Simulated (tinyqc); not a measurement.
Inside a calculation. Method: Jacobi rotations on a symmetric matrix. Computed by tinyqc, a small Python program that keeps every step. Settings: method = jacobi. Command: `OMP_NUM_THREADS=1 python tinyqc.py 31251 31252 out.jsonl` (the two numbers bound the seeds that draw the settings). One thread of a shared host (Intel(R) Xeon(R) Processor @ 2.60GHz), about 0.01 s of CPU time with the checks.

## Jacobi rotation 1

A, lower triangle:
```
         1        2        3       4
1   1.4100
2   0.3730   1.6430
3  -0.3950   0.7800   2.3160
4  -0.2650  -0.6330  -0.2640  2.3670
```

Take the largest off-diagonal element A_pq; tan 2 theta = 2 A_pq / (A_qq - A_pp) with |theta| <= pi/4; A' = J^T A J with J_pp = J_qq = cos, J_pq = sin, J_qp = -sin.

p, q, theta (rad): 2.0000  3.0000  0.5818

A', lower triangle:
```
         1        2        3       4
1   1.4100
2   0.5287   1.1300
3  -0.1251   0.0000   2.8290
4  -0.2650  -0.3838  -0.5684  2.3670
```

## Jacobi rotation 2

As before.

p, q, theta (rad): 3.0000  4.0000  0.5924

A', lower triangle:
```
         1        2       3       4
1   1.4100
2   0.5287   1.1300
3   0.0442   0.2143  3.2115
4  -0.2897  -0.3184  0.0000  1.9845
```

## Jacobi rotation 3

As before.

p, q, theta (rad): 1.0000  2.0000  -0.6560

A', lower triangle:
```
         1        2       3       4
1   1.8169
2   0.0000   0.7231
3   0.1657   0.1429  3.2115
4  -0.4238  -0.0756  0.0000  1.9845
```

## All rotations

The off-diagonal norm falls at every rotation.

Rotations:
```
step  p  q      theta  off-diagonal norm
1     2  3     0.5818           1.29e+00
2     3  4     0.5924           1.01e+00
3     1  2    -0.6560           6.83e-01
4     1  4    -0.6878           3.27e-01
5     2  3     0.0572           2.58e-01
6     1  3     0.0710           1.87e-01
7     3  4     0.1184           1.08e-01
8     1  2     0.0735           7.50e-02
9     2  4    -0.0321           1.66e-02
10    1  4     0.0134           3.52e-03
11    2  3     0.0009           1.61e-03
12    1  3    -0.0006           5.35e-04
13    1  2  -4.89e-04           1.21e-04
14    3  4   9.30e-05           7.06e-06
15    2  4   3.09e-06           3.23e-07
16    2  3  -8.80e-08           6.95e-08
17    1  4  -5.73e-08           1.47e-10
```

eigenvalues: 0.7092  1.4637  2.3216  3.2415
